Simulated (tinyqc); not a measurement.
Time-dependent dielectric breakdown: cell percolation, Weibull statistics, area scaling and voltage extrapolation: one step, computed by the program tinyqc. Command: `OMP_NUM_THREADS=1 python tinyqc.py 3024577 3024578 out.jsonl tddb walk`. One thread of a shared host (Intel(R) Xeon(R) Processor @ 2.30GHz), about 0.01 s of CPU time with the checks.

The oxide is divided into columns of area a^2, each holding m = t_ox/a cells (m is taken as continuous). A share lambda(t) = (t/t_1)^alpha of the cells is defective, and a column whose cells are all defective breaks down.

Problem. Fitting the sample. W = ln(-ln(1 - F_i)) with the median ranks F_i. Least squares in W: W = beta ln t - beta ln t63. Maximum likelihood: solve sum t^b ln t/sum t^b - 1/b = mean of ln t for b, then t63 = (mean of t^b)^(1/b).

Weibull plot:
```
i      t (s)        F_i      ln t          W
1    166.296  0.0564516  5.113768  -2.845458
2    491.450  0.1370968  6.197360  -1.914248
3    612.744  0.2177419  6.417948  -1.404171
4    967.063  0.2983871  6.874264  -1.037404
5    972.105  0.3790323  6.879464  -0.741338
6   1070.975  0.4596774  6.976324  -0.485176
7   1108.775  0.5403226  7.011011  -0.252019
8   1142.072  0.6209677  7.040599  -0.030321
9   1188.602  0.7016129  7.080533   0.190094
10  1887.889  0.7822581  7.543215   0.421630
11  2197.516  0.8629032  7.695083   0.686660
12  2229.607  0.9435484  7.709581   1.055834
```

Give: slope by least squares; t63 by least squares; slope by maximum likelihood; t63 by maximum likelihood.

Solution.

slope by least squares = 1.5210

t63 by least squares = 1375.4 s

slope by maximum likelihood = 1.9596

t63 by maximum likelihood = 1316.8 s

Caution: t_1 is an input here; in a real oxide it changes with thickness at fixed voltage.
